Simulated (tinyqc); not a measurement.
Inside a calculation. Method: ROHF in the sto-6g basis, for H4+, spin multiplicity 2. Computed by tinyqc, a small Python program that keeps every step (integrals from PySCF). Settings: charge = 1, multiplicity = 2, basis = sto-6g, energy threshold = 1e-10, iteration cap = 74, orthogonalisation = symmetric, start = Wolfsberg-Helmholz matrix, DIIS depth = 0, method = ROHF. Command: `OMP_NUM_THREADS=1 python tinyqc.py 22409 22410 out.jsonl` (the two numbers bound the seeds that draw the settings). One thread of a shared host (Intel(R) Xeon(R) Processor @ 2.60GHz), about 0.05 s of CPU time with the checks. Later iterations appear only in the table of the cycle.

## One-electron integrals

Geometry (angstrom):
```
atom         x         y         z
H     0.000000  0.000000  0.000000
H     0.000000  0.000000  0.711000
H     0.000000  0.000000  2.311000
H     0.000000  0.000000  3.022000
```

Basis sto-6g: exponents (1/bohr^2) and contraction coefficients of normalised primitives:
```
element  l (shell)   exponent  coefficient
H            s (1)  35.523221     0.009164
H            s (1)   6.513144     0.049361
H            s (1)   1.822143     0.168538
H            s (1)   0.625955     0.370563
H            s (1)   0.243077     0.416492
H            s (1)   0.100112     0.130334
```

Overlap, kinetic and nuclear-attraction integrals over the contracted functions; the nuclear repulsion is the sum of Za Zb / Rab.

nuclear repulsion = 2.45235136 hartree

overlap S:
```
          1H 1s     2H 1s     3H 1s     4H 1s
1H 1s  1.000000  0.678722  0.072005  0.020847
2H 1s  0.678722  1.000000  0.222063  0.072005
3H 1s  0.072005  0.222063  1.000000  0.678722
4H 1s  0.020847  0.072005  0.678722  1.000000
```

kinetic energy T (hartree):
```
           1H 1s      2H 1s      3H 1s      4H 1s
1H 1s   0.768522   0.252888  -0.011529  -0.005524
2H 1s   0.252888   0.768522   0.001195  -0.011529
3H 1s  -0.011529   0.001195   0.768522   0.252888
4H 1s  -0.005524  -0.011529   0.252888   0.768522
```

nuclear attraction V (hartree):
```
           1H 1s      2H 1s      3H 1s      4H 1s
1H 1s  -2.317012  -1.569363  -0.138861  -0.038981
2H 1s  -1.569363  -2.471771  -0.439922  -0.138861
3H 1s  -0.138861  -0.439922  -2.471771  -1.569363
4H 1s  -0.038981  -0.138861  -1.569363  -2.317012
```

core Hamiltonian H = T + V (hartree):
```
           1H 1s      2H 1s      3H 1s      4H 1s
1H 1s  -1.548490  -1.316475  -0.150389  -0.044505
2H 1s  -1.316475  -1.703249  -0.438727  -0.150389
3H 1s  -0.150389  -0.438727  -1.703249  -1.316475
4H 1s  -0.044505  -0.150389  -1.316475  -1.548490
```

## Two-electron integrals

Functions are numbered as in S; the eight-fold symmetry (ij|kl) = (ji|kl) = (kl|ij) leaves the list below.

Two-electron integrals (ij|kl) in chemists' order, unique and non-zero (hartree):
```
(11|11) 0.774999   (21|11) 0.461070   (21|21) 0.316905   (22|11) 0.580958
(22|21) 0.461070   (22|22) 0.774999   (31|11) 0.030868   (31|21) 0.023541
(31|22) 0.038807   (31|31) 0.002473   (32|11) 0.078209   (32|21) 0.064490
(32|22) 0.115504   (32|31) 0.007967   (32|32) 0.027327   (33|11) 0.228724
(33|21) 0.183880   (33|22) 0.326067   (33|31) 0.030868   (33|32) 0.115504
(33|33) 0.774999   (41|11) 0.007570   (41|21) 0.005802   (41|22) 0.009625
(41|31) 0.000657   (41|32) 0.002169   (41|33) 0.009625   (41|41) 0.000183
(42|11) 0.021443   (42|21) 0.017437   (42|22) 0.030868   (42|31) 0.002290
(42|32) 0.007967   (42|33) 0.038807   (42|41) 0.000657   (42|42) 0.002473
(43|11) 0.135122   (43|21) 0.106284   (43|22) 0.183880   (43|31) 0.017437
(43|32) 0.064490   (43|33) 0.461070   (43|41) 0.005802   (43|42) 0.023541
(43|43) 0.316905   (44|11) 0.175095   (44|21) 0.135122   (44|22) 0.228724
(44|31) 0.021443   (44|32) 0.078209   (44|33) 0.580958   (44|41) 0.007570
(44|42) 0.030868   (44|43) 0.461070   (44|44) 0.774999
```

## Orthogonalisation

S = U s U^T; symmetric (Loewdin) form X = U s^(-1/2) U^T, so that X^T S X = 1.

eigenvalues of S: 0.263543  0.364016  1.493547  1.878894

X:
```
           1H 1s      2H 1s      3H 1s      4H 1s
1H 1s   1.272907  -0.508536   0.048693  -0.017788
2H 1s  -0.508536   1.303683  -0.171815   0.048693
3H 1s   0.048693  -0.171815   1.303683  -0.508536
4H 1s  -0.017788   0.048693  -0.508536   1.272907
```

## Starting guess

The start is the generalised Wolfsberg-Helmholz matrix (K = 1.75) built on H; D(s) = C_occ C_occ^T for each spin.

D(alpha) at the start:
```
           1H 1s      2H 1s      3H 1s      4H 1s
1H 1s   0.267146   0.294881  -0.040543  -0.083641
2H 1s   0.294881   0.336623   0.015889  -0.040543
3H 1s  -0.040543   0.015889   0.336623   0.294881
4H 1s  -0.083641  -0.040543   0.294881   0.267146
```

D(beta) at the start:
```
          1H 1s     2H 1s     3H 1s     4H 1s
1H 1s  0.091752  0.127169  0.127169  0.091752
2H 1s  0.127169  0.176256  0.176256  0.127169
3H 1s  0.127169  0.176256  0.176256  0.127169
4H 1s  0.091752  0.127169  0.127169  0.091752
```

## Iteration 1: building the Fock matrix

J_ij = sum D_kl (ij|kl) with D = D(alpha) + D(beta), K_ij = sum D_kl (ik|jl) for each spin; F = H + J - K(s); E = tr D H + tr D J / 2 - 0.5 sum_s tr D(s) K(s) + E_nn.

Coulomb J (hartree):
```
          1H 1s     2H 1s     3H 1s     4H 1s
1H 1s  1.298743  0.933945  0.092996  0.026165
2H 1s  0.933945  1.456325  0.296787  0.092996
3H 1s  0.092996  0.296787  1.456325  0.933945
4H 1s  0.026165  0.092996  0.933945  1.298743
```

exchange K(alpha) (hartree):
```
          1H 1s     2H 1s     3H 1s     4H 1s
1H 1s  0.583414  0.541455  0.057801  0.007907
2H 1s  0.541455  0.625043  0.132239  0.057801
3H 1s  0.057801  0.132239  0.625043  0.541455
4H 1s  0.007907  0.057801  0.541455  0.583414
```

exchange K(beta) (hartree):
```
          1H 1s     2H 1s     3H 1s     4H 1s
1H 1s  0.263866  0.276870  0.126018  0.084218
2H 1s  0.276870  0.358182  0.192352  0.126018
3H 1s  0.126018  0.192352  0.358182  0.276870
4H 1s  0.084218  0.126018  0.276870  0.263866
```

F(alpha) (hartree):
```
           1H 1s      2H 1s      3H 1s      4H 1s
1H 1s  -0.833161  -0.923985  -0.115195  -0.026247
2H 1s  -0.923985  -0.871967  -0.274179  -0.115195
3H 1s  -0.115195  -0.274179  -0.871967  -0.923985
4H 1s  -0.026247  -0.115195  -0.923985  -0.833161
```

F(beta) (hartree):
```
           1H 1s      2H 1s      3H 1s      4H 1s
1H 1s  -0.513613  -0.659400  -0.183412  -0.102558
2H 1s  -0.659400  -0.605106  -0.334293  -0.183412
3H 1s  -0.183412  -0.334293  -0.605106  -0.659400
4H 1s  -0.102558  -0.183412  -0.659400  -0.513613
```

total energy of this density = -1.68923423 hartree

## Iteration 1: Roothaan effective Fock matrix

With projectors Pc = D(beta) S, Po = (D(alpha) - D(beta)) S, Pv = 1 - D(alpha) S, the block xy is Px^T F Py; with Fc = (F(alpha) + F(beta))/2, the blocks are Fc for cc, oo, vv and cv, F(beta) for co and F(alpha) for ov.

effective F (hartree):
```
           1H 1s      2H 1s      3H 1s      4H 1s
1H 1s  -0.669532  -0.792039  -0.148957  -0.068258
2H 1s  -0.792039  -0.742029  -0.300743  -0.148957
3H 1s  -0.148957  -0.300743  -0.742029  -0.792039
4H 1s  -0.068258  -0.148957  -0.792039  -0.669532
```

## Iteration 1: diagonalisation and new density

Diagonalise F' = X^T F X, C = X C', fill 2 alpha and 1 beta electrons from the bottom; D(s) = C_occ C_occ^T. Each column has its largest component positive (the first on a tie).

F' = X^T F X (hartree):
```
           1          2          3          4
1  -0.255103  -0.598166   0.030946  -0.041449
2  -0.598166  -0.301169  -0.211221   0.030946
3   0.030946  -0.211221  -0.301169  -0.598166
4  -0.041449   0.030946  -0.598166  -0.255103
```

orbital energies (hartree): MO1 -0.981866, MO2 -0.783947, MO3 0.172924, MO4 0.480345

coefficients C:
```
            MO1        MO2        MO3        MO4
1H 1s  0.315392   0.411550   0.891020  -0.904889
2H 1s  0.409234   0.408800  -0.760801   1.037632
3H 1s  0.409234  -0.408800  -0.760801  -1.037632
4H 1s  0.315392  -0.411550   0.891020   0.904889
```

D(alpha) after iteration 1:
```
           1H 1s      2H 1s      3H 1s      4H 1s
1H 1s   0.268846   0.297311  -0.039173  -0.069902
2H 1s   0.297311   0.334590   0.000355  -0.039173
3H 1s  -0.039173   0.000355   0.334590   0.297311
4H 1s  -0.069902  -0.039173   0.297311   0.268846
```

D(beta) after iteration 1:
```
          1H 1s     2H 1s     3H 1s     4H 1s
1H 1s  0.099472  0.129069  0.129069  0.099472
2H 1s  0.129069  0.167473  0.167473  0.129069
3H 1s  0.129069  0.167473  0.167473  0.129069
4H 1s  0.099472  0.129069  0.129069  0.099472
```

## Iteration 2: building the Fock matrix

As before.

Coulomb J (hartree):
```
          1H 1s     2H 1s     3H 1s     4H 1s
1H 1s  1.300962  0.933631  0.092762  0.026111
2H 1s  0.933631  1.452879  0.295747  0.092762
3H 1s  0.092762  0.295747  1.452879  0.933631
4H 1s  0.026111  0.092762  0.933631  1.300962
```

exchange K(alpha) (hartree):
```
          1H 1s     2H 1s     3H 1s     4H 1s
1H 1s  0.585904  0.542426  0.057334  0.009088
2H 1s  0.542426  0.623387  0.128879  0.057334
3H 1s  0.057334  0.128879  0.623387  0.542426
4H 1s  0.009088  0.057334  0.542426  0.585904
```

exchange K(beta) (hartree):
```
          1H 1s     2H 1s     3H 1s     4H 1s
1H 1s  0.268643  0.277577  0.125717  0.085048
2H 1s  0.277577  0.353986  0.189543  0.125717
3H 1s  0.125717  0.189543  0.353986  0.277577
4H 1s  0.085048  0.125717  0.277577  0.268643
```

F(alpha) (hartree):
```
           1H 1s      2H 1s      3H 1s      4H 1s
1H 1s  -0.833432  -0.925270  -0.114961  -0.027482
2H 1s  -0.925270  -0.873756  -0.271859  -0.114961
3H 1s  -0.114961  -0.271859  -0.873756  -0.925270
4H 1s  -0.027482  -0.114961  -0.925270  -0.833432
```

F(beta) (hartree):
```
           1H 1s      2H 1s      3H 1s      4H 1s
1H 1s  -0.516171  -0.660421  -0.183345  -0.103442
2H 1s  -0.660421  -0.604355  -0.332523  -0.183345
3H 1s  -0.183345  -0.332523  -0.604355  -0.660421
4H 1s  -0.103442  -0.183345  -0.660421  -0.516171
```

total energy of this density = -1.68986297 hartree

## Iteration 2: Roothaan effective Fock matrix

As before.

effective F (hartree):
```
           1H 1s      2H 1s      3H 1s      4H 1s
1H 1s  -0.670593  -0.793129  -0.148869  -0.069671
2H 1s  -0.793129  -0.742751  -0.298496  -0.148869
3H 1s  -0.148869  -0.298496  -0.742751  -0.793129
4H 1s  -0.069671  -0.148869  -0.793129  -0.670593
```

## Iteration 2: diagonalisation and new density

As before.

F' = X^T F X (hartree):
```
           1          2          3          4
1  -0.255632  -0.598877   0.030655  -0.043336
2  -0.598877  -0.302141  -0.207774   0.030655
3   0.030655  -0.207774  -0.302141  -0.598877
4  -0.043336   0.030655  -0.598877  -0.255632
```

orbital energies (hartree): MO1 -0.982370, MO2 -0.785619, MO3 0.173487, MO4 0.478956

coefficients C:
```
            MO1        MO2        MO3        MO4
1H 1s  0.317388   0.409463   0.890311  -0.905836
2H 1s  0.407528   0.411191  -0.761716   1.036687
3H 1s  0.407528  -0.411191  -0.761716  -1.036687
4H 1s  0.317388  -0.409463   0.890311   0.905836
```

D(alpha) after iteration 2:
```
           1H 1s      2H 1s      3H 1s      4H 1s
1H 1s   0.268395   0.297712  -0.039023  -0.066925
2H 1s   0.297712   0.335158  -0.002999  -0.039023
3H 1s  -0.039023  -0.002999   0.335158   0.297712
4H 1s  -0.066925  -0.039023   0.297712   0.268395
```

D(beta) after iteration 2:
```
          1H 1s     2H 1s     3H 1s     4H 1s
1H 1s  0.100735  0.129345  0.129345  0.100735
2H 1s  0.129345  0.166079  0.166079  0.129345
3H 1s  0.129345  0.166079  0.166079  0.129345
4H 1s  0.100735  0.129345  0.129345  0.100735
```

## Iteration 3: building the Fock matrix

As before.

Coulomb J (hartree):
```
          1H 1s     2H 1s     3H 1s     4H 1s
1H 1s  1.301238  0.933627  0.092736  0.026105
2H 1s  0.933627  1.452544  0.295630  0.092736
3H 1s  0.092736  0.295630  1.452544  0.933627
4H 1s  0.026105  0.092736  0.933627  1.301238
```

exchange K(alpha) (hartree):
```
          1H 1s     2H 1s     3H 1s     4H 1s
1H 1s  0.586005  0.542600  0.057234  0.009321
2H 1s  0.542600  0.623432  0.128267  0.057234
3H 1s  0.057234  0.128267  0.623432  0.542600
4H 1s  0.009321  0.057234  0.542600  0.586005
```

exchange K(beta) (hartree):
```
          1H 1s     2H 1s     3H 1s     4H 1s
1H 1s  0.269405  0.277681  0.125664  0.085178
2H 1s  0.277681  0.353304  0.189088  0.125664
3H 1s  0.125664  0.189088  0.353304  0.277681
4H 1s  0.085178  0.125664  0.277681  0.269405
```

F(alpha) (hartree):
```
           1H 1s      2H 1s      3H 1s      4H 1s
1H 1s  -0.833257  -0.925448  -0.114887  -0.027721
2H 1s  -0.925448  -0.874137  -0.271364  -0.114887
3H 1s  -0.114887  -0.271364  -0.874137  -0.925448
4H 1s  -0.027721  -0.114887  -0.925448  -0.833257
```

F(beta) (hartree):
```
           1H 1s      2H 1s      3H 1s      4H 1s
1H 1s  -0.516657  -0.660530  -0.183317  -0.103578
2H 1s  -0.660530  -0.604009  -0.332184  -0.183317
3H 1s  -0.183317  -0.332184  -0.604009  -0.660530
4H 1s  -0.103578  -0.183317  -0.660530  -0.516657
```

total energy of this density = -1.68988491 hartree

## Iteration 3: Roothaan effective Fock matrix

As before.

effective F (hartree):
```
           1H 1s      2H 1s      3H 1s      4H 1s
1H 1s  -0.670645  -0.793252  -0.148839  -0.069961
2H 1s  -0.793252  -0.742825  -0.298022  -0.148839
3H 1s  -0.148839  -0.298022  -0.742825  -0.793252
4H 1s  -0.069961  -0.148839  -0.793252  -0.670645
```

## Iteration 3: diagonalisation and new density

As before.

F' = X^T F X (hartree):
```
           1          2          3          4
1  -0.255583  -0.598988   0.030605  -0.043735
2  -0.598988  -0.302305  -0.207073   0.030605
3   0.030605  -0.207073  -0.302305  -0.598988
4  -0.043735   0.030605  -0.598988  -0.255583
```

orbital energies (hartree): MO1 -0.982355, MO2 -0.785828, MO3 0.173659, MO4 0.478747

coefficients C:
```
            MO1        MO2        MO3        MO4
1H 1s  0.317746   0.408991   0.890183  -0.906049
2H 1s  0.407222   0.411732  -0.761880   1.036473
3H 1s  0.407222  -0.411732  -0.761880  -1.036473
4H 1s  0.317746  -0.408991   0.890183   0.906049
```

D(alpha) after iteration 3:
```
           1H 1s      2H 1s      3H 1s      4H 1s
1H 1s   0.268236   0.297788  -0.039001  -0.066311
2H 1s   0.297788   0.335353  -0.003693  -0.039001
3H 1s  -0.039001  -0.003693   0.335353   0.297788
4H 1s  -0.066311  -0.039001   0.297788   0.268236
```

D(beta) after iteration 3:
```
          1H 1s     2H 1s     3H 1s     4H 1s
1H 1s  0.100963  0.129393  0.129393  0.100963
2H 1s  0.129393  0.165830  0.165830  0.129393
3H 1s  0.129393  0.165830  0.165830  0.129393
4H 1s  0.100963  0.129393  0.129393  0.100963
```

## Iteration 4: building the Fock matrix

As before.

Coulomb J (hartree):
```
          1H 1s     2H 1s     3H 1s     4H 1s
1H 1s  1.301278  0.933631  0.092733  0.026105
2H 1s  0.933631  1.452507  0.295614  0.092733
3H 1s  0.092733  0.295614  1.452507  0.933631
4H 1s  0.026105  0.092733  0.933631  1.301278
```

exchange K(alpha) (hartree):
```
          1H 1s     2H 1s     3H 1s     4H 1s
1H 1s  0.585991  0.542633  0.057214  0.009368
2H 1s  0.542633  0.623474  0.128150  0.057214
3H 1s  0.057214  0.128150  0.623474  0.542633
4H 1s  0.009368  0.057214  0.542633  0.585991
```

exchange K(beta) (hartree):
```
          1H 1s     2H 1s     3H 1s     4H 1s
1H 1s  0.269541  0.277700  0.125654  0.085202
2H 1s  0.277700  0.353181  0.189006  0.125654
3H 1s  0.125654  0.189006  0.353181  0.277700
4H 1s  0.085202  0.125654  0.277700  0.269541
```

F(alpha) (hartree):
```
           1H 1s      2H 1s      3H 1s      4H 1s
1H 1s  -0.833203  -0.925478  -0.114871  -0.027768
2H 1s  -0.925478  -0.874215  -0.271262  -0.114871
3H 1s  -0.114871  -0.271262  -0.874215  -0.925478
4H 1s  -0.027768  -0.114871  -0.925478  -0.833203
```

F(beta) (hartree):
```
           1H 1s      2H 1s      3H 1s      4H 1s
1H 1s  -0.516753  -0.660544  -0.183310  -0.103602
2H 1s  -0.660544  -0.603923  -0.332118  -0.183310
3H 1s  -0.183310  -0.332118  -0.603923  -0.660544
4H 1s  -0.103602  -0.183310  -0.660544  -0.516753
```

total energy of this density = -1.68988577 hartree

## Iteration 4: Roothaan effective Fock matrix

As before.

effective F (hartree):
```
           1H 1s      2H 1s      3H 1s      4H 1s
1H 1s  -0.670642  -0.793269  -0.148832  -0.070021
2H 1s  -0.793269  -0.742834  -0.297925  -0.148832
3H 1s  -0.148832  -0.297925  -0.742834  -0.793269
4H 1s  -0.070021  -0.148832  -0.793269  -0.670642
```

## Iteration 4: diagonalisation and new density

As before.

F' = X^T F X (hartree):
```
           1          2          3          4
1  -0.255560  -0.599009   0.030595  -0.043816
2  -0.599009  -0.302336  -0.206932   0.030595
3   0.030595  -0.206932  -0.302336  -0.599009
4  -0.043816   0.030595  -0.599009  -0.255560
```

orbital energies (hartree): MO1 -0.982342, MO2 -0.785859, MO3 0.173699, MO4 0.478711

coefficients C:
```
            MO1        MO2        MO3        MO4
1H 1s  0.317814   0.408891   0.890159  -0.906094
2H 1s  0.407164   0.411846  -0.761911   1.036427
3H 1s  0.407164  -0.411846  -0.761911  -1.036427
4H 1s  0.317814  -0.408891   0.890159   0.906094
```

D(alpha) after iteration 4:
```
           1H 1s      2H 1s      3H 1s      4H 1s
1H 1s   0.268198   0.297803  -0.038998  -0.066186
2H 1s   0.297803   0.335399  -0.003835  -0.038998
3H 1s  -0.038998  -0.003835   0.335399   0.297803
4H 1s  -0.066186  -0.038998   0.297803   0.268198
```

D(beta) after iteration 4:
```
          1H 1s     2H 1s     3H 1s     4H 1s
1H 1s  0.101006  0.129402  0.129402  0.101006
2H 1s  0.129402  0.165782  0.165782  0.129402
3H 1s  0.129402  0.165782  0.165782  0.129402
4H 1s  0.101006  0.129402  0.129402  0.101006
```

## Iteration 7 (converged): orbitals

converged F (hartree):
```
           1H 1s      2H 1s      3H 1s      4H 1s
1H 1s  -0.670640  -0.793273  -0.148830  -0.070035
2H 1s  -0.793273  -0.742835  -0.297901  -0.148830
3H 1s  -0.148830  -0.297901  -0.742835  -0.793273
4H 1s  -0.070035  -0.148830  -0.793273  -0.670640
```

As before.

F' = X^T F X (hartree):
```
           1          2          3          4
1  -0.255553  -0.599013   0.030593  -0.043837
2  -0.599013  -0.302343  -0.206896   0.030593
3   0.030593  -0.206896  -0.302343  -0.599013
4  -0.043837   0.030593  -0.599013  -0.255553
```

orbital energies (hartree): MO1 -0.982338, MO2 -0.785866, MO3 0.173709, MO4 0.478703

coefficients C:
```
            MO1        MO2        MO3        MO4
1H 1s  0.317831   0.408866   0.890153  -0.906105
2H 1s  0.407149   0.411875  -0.761918   1.036416
3H 1s  0.407149  -0.411875  -0.761918  -1.036416
4H 1s  0.317831  -0.408866   0.890153   0.906105
```

D(alpha) after iteration 7:
```
           1H 1s      2H 1s      3H 1s      4H 1s
1H 1s   0.268188   0.297806  -0.038997  -0.066155
2H 1s   0.297806   0.335411  -0.003870  -0.038997
3H 1s  -0.038997  -0.003870   0.335411   0.297806
4H 1s  -0.066155  -0.038997   0.297806   0.268188
```

D(beta) after iteration 7:
```
          1H 1s     2H 1s     3H 1s     4H 1s
1H 1s  0.101017  0.129405  0.129405  0.101017
2H 1s  0.129405  0.165771  0.165771  0.129405
3H 1s  0.129405  0.165771  0.165771  0.129405
4H 1s  0.101017  0.129405  0.129405  0.101017
```

## Convergence

Stop when the energy changes by less than 1e-10 hartree and every element of the error matrix X^T (F D S - S D F) X is below 3e-06.

Course of the cycle:
```
iteration  E (hartree)     change  largest element of the error matrix
1          -1.68923423          -                             2.12e-02
2          -1.68986297  -6.29e-04                             4.05e-03
3          -1.68988491  -2.19e-05                             7.94e-04
4          -1.68988577  -8.61e-07                             1.58e-04
5          -1.68988580  -3.46e-08                             3.16e-05
6          -1.68988580  -1.39e-09                             6.34e-06
7          -1.68988580  -5.63e-11                             1.27e-06
```

PySCF ROHF in the same basis = -1.68988580 hartree

Converged in 7 iterations.

## Populations, bond orders and dipole

Mulliken: Z minus the diagonal of D S on the atom; Loewdin: the same with S^(1/2) D S^(1/2); Mayer order: 2 sum_s sum (D(s) S)_ij (D(s) S)_ji over the two atoms.

Charges (e):
```
atom  Mulliken   Loewdin  Mulliken spin
1H    0.333601  0.317776       0.265858
2H    0.166399  0.182224       0.234142
3H    0.166399  0.182224       0.234142
4H    0.333601  0.317776       0.265858
```

Mayer bond orders:
```
pair     order
2-1   0.609191
3-1   0.120019
3-2   0.188280
4-1   0.088820
4-2   0.120019
4-3   0.609191
```

dipole moment about the origin, x y z (debye): 0.000000  0.000000  7.257642
